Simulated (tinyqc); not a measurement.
# Yield against design margin

Cells fail independently with probability Q(k) = erfc(k/sqrt(2))/2 when the margin is k standard deviations, and Y = exp(-Nb Q(k)). phi = exp(-k^2/2)/sqrt(2 pi).  k = margin/s(dVT). With one spare that repairs any one cell, Y1 = exp(-x)(1 + x), x = Nb Q(k).

Values chosen for this exercise: number of cells Nb = 1048576.

s(dVT) = 47.2 mV

Results:
```
M (mV)       k        Q(k)  expected failures x         Y       Y1
216     4.5763   2.3667e-6               2.4816  0.083605  0.29108
232     4.9153   4.4334e-7              0.46487   0.62822  0.92026
243     5.1483   1.3143e-7              0.13781   0.87126  0.99133
270     5.7203   5.3156e-9            0.0055738   0.99444  0.99998
286     6.0593  6.8348e-10            7.1668e-4   0.99928   1.0000
302     6.3983  7.8556e-11            8.2371e-5   0.99992   1.0000
324     6.8644  3.3384e-12            3.5006e-6    1.0000   1.0000
```

Estimate the missing row, M = 254 mV.

Computed row:
```
M (mV)       k       Q(k)  expected failures x        Y       Y1
254     5.3814  3.6963e-8             0.038759  0.96198  0.99927
```

With this row back in the table: Over a change of the margin from 216 to 324 mV, k goes from 4.58 to 6.86, the expected failures fall by 5.9 decades and the yield goes from 0.0836 to 1.000. The spare helps most at M = 232 mV among the rows, where it lifts the yield from 0.628 to 0.920.

Numbers from tinyqc (`OMP_NUM_THREADS=1 python tinyqc.py 2090008 2090009 out.jsonl`; about 0.01 s on one thread of a shared Intel Xeon 2.30GHz).
